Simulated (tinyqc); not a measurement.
Debye-Callaway model of lattice thermal conductivity. Changing the alloy fraction f. Computed by tinyqc, a small Python program. Command: `OMP_NUM_THREADS=1 python tinyqc.py 3003712 3003713 out.jsonl callaway sweep`. One thread of a shared host (Intel(R) Xeon(R) Processor @ 2.30GHz), about 0.02 s of CPU time with the checks.

Three acoustic branches with one velocity v, cut at omega_D = k_B Theta/hbar; x = hbar omega/(k_B T). v and Theta are separate inputs: Theta cuts off the heat-carrying modes, so C need not reach 3 k_B/V. gamma is an effective value that sets the umklapp rate. Heat flows along the wire.

Inputs (values chosen for the exercise, modelled on gallium nitride): sound velocity v = 5020 m/s; Debye temperature Theta = 656 K; volume per atom V = 11.4 angstrom^3; mean atomic mass M = 41.9 u; effective Grueneisen parameter gamma = 1.72; umklapp exponent divisor b = 3; mass difference Delta M = 14 u; wire diameter D = 0.32 micrometre; specularity p = 0.8; temperature T = 20 K.

Sample: wire. Point defects: alloy. Normal processes: left out.

Constants: k_B = 1.380649e-23 J/K; hbar = 1.054571817e-34 J s; u = 1.6605390666e-27 kg.

Method:
- For a random alloy on all sites Gamma = f (1 - f) (Delta M/M)^2, with M the mean mass; strain-field scattering is left out. A = V Gamma/(4 pi v^3).
- Rates: point defects A omega^4; umklapp B omega^2 T exp(-Theta/(b T)) with B = hbar gamma^2/(M v^2 Theta). Boundaries: v/Lambda_B with Lambda_B = D (1 + p)/(1 - p).
- kappa_1 = c int tau_C g dx, g = x^4 e^x/(e^x - 1)^2, c = (k_B/(2 pi^2 v)) (k_B T/hbar)^3, over 0 < x < min(Theta/T, 40), by 96 Gauss-Legendre points in s with x = x_max s^2; tau_C = tau_R, the inverse of the summed rates, and kappa = kappa_1.
- Heat capacity C = 3 c int g dx / v^2; grey free path 3 kappa/(C v); the median free path v tau_C halves kappa_1 when the quadrature points are ordered by free path (each counted at half its weight, interpolated in the logarithm); likewise at 10 % and 90 %.

One run for each value:
```
alloy fraction f  kappa (W/(m K))     Gamma  median free path (nm)
0.001                      36.221  0.000112                 2856.7
0.003                      34.690  0.000334                 2817.6
0.01                       31.377  0.001105                 2716.4
0.02                       28.575  0.002188                 2619.8
0.05                       24.110  0.005303                 2446.7
0.1                        20.544  0.010048                 2285.2
0.2                        17.300  0.017863                 2126.9
0.35                       15.375  0.025399                 2028.5
0.5                        14.872  0.027911                 2004.1
```

Describe and explain the trends.

Over the rows, kappa (W/(m K)) falls from 36.2 to 14.9 (exponent d ln y / d ln x -0.039 between the first rows and -0.093 between the last); Gamma rises from 1.12e-4 to 0.0279 (exponent d ln y / d ln x 1.00 between the first rows and 0.26 between the last); median free path (nm) falls from 2860 to 2000 (exponent d ln y / d ln x -0.013 between the first rows and -0.034 between the last). M and v are held fixed here.
